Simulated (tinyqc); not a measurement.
# Short-channel transistor, virtual-source model with series resistance: effect of the apparent mobility on the on and off currents

The current per gate width is the charge at the top of the source barrier (the virtual source) times its velocity times a saturation function; al and be are fitting constants of the model. Units: I in uA/um, Rs in ohm um, so I Rs = 1e-6 I Rs in volts; Q in uC/cm^2, so I = 1e-4 Q vx0 Fsat with vx0 in cm/s.

Intrinsic voltages Vg' = Vgs - I Rs, Vd' = Vds - 2 I Rs. n = n0 + nd Vd', VT = VT0 - dl Vd', Ff = 1/(1 + exp((Vg' - VT + al Vt/2)/(al Vt))), Q = Cinv n Vt ln(1 + exp((Vg' - VT + al Vt Ff)/(n Vt))), Vdsat = (vx0 L/mu)(1 - Ff) + Vt Ff, Fsat = u/(1 + u^be)^(1/be) with u = Vd'/Vdsat, and I = Q vx0 Fsat per width. I is solved self-consistently. Ion is I at Vgs = Vds = 1 V, Ioff at Vgs = 0, Vds = 1 V, and Rlin = Vds/I at Vgs = 1 V, Vds = 0.05 V.

Inputs (values chosen for the exercise): temperature T = 273 K; inversion capacitance Cinv = 1.36 uF/cm^2; velocity at the virtual source vx0 = 9.44e6 cm/s; channel length L = 16 nm; threshold at zero drain voltage VT0 = 0.323 V; drain-induced barrier lowering dl = 0.081 V/V; subthreshold factor n0 = 1.18; growth of n with drain voltage nd = 0.2 1/V; threshold shift (in units of Vt) from weak to strong inversion al = 3.5; sharpness of saturation be = 1.4; series resistance of each contact Rs = 50 ohm um.

Constants: q = 1.602176634e-19 C, kB = 1.380649e-23 J/K, Vt = kB T/q. Results are converted to the units shown.

Results:
```
mu (cm^2/(V s)),Ion (uA/um),Ioff (nA/um),log10(Ion/Ioff),Rlin (ohm um)
50,797.29,245.53,3.5115,462.81
85,849.48,246.20,3.5379,320.50
140,876.49,246.55,3.5508,239.65
410,898.92,246.88,3.5612,153.75
700,902.43,246.95,3.5628,133.55
1200,904.11,246.99,3.5635,120.74
2000,904.88,247.01,3.5639,113.03
```

Estimate the missing row, mu = 240 cm^2/(V s).

Computed row:
```
mu (cm^2/(V s)),Ion (uA/um),Ioff (nA/um),log10(Ion/Ioff),Rlin (ohm um)
240,891.60,246.76,3.5579,186.21
```

With this row back in the table: As mu goes from 50 to 2000 cm^2/(V s), Ion rises from 797 to 905 uA/um, Ioff rises from 246 to 247 nA/um and Rlin falls from 463 to 113 ohm um. Ion changes by a factor of 1.13 and Ioff by 1.01. Below threshold Vdsat is near Vt, so L and mu hardly reach the off current.

Program tinyqc, `OMP_NUM_THREADS=1 python tinyqc.py 2380160 2380161 out.jsonl`; Intel Xeon 2.30GHz, shared host, one thread, about 0.02 s.
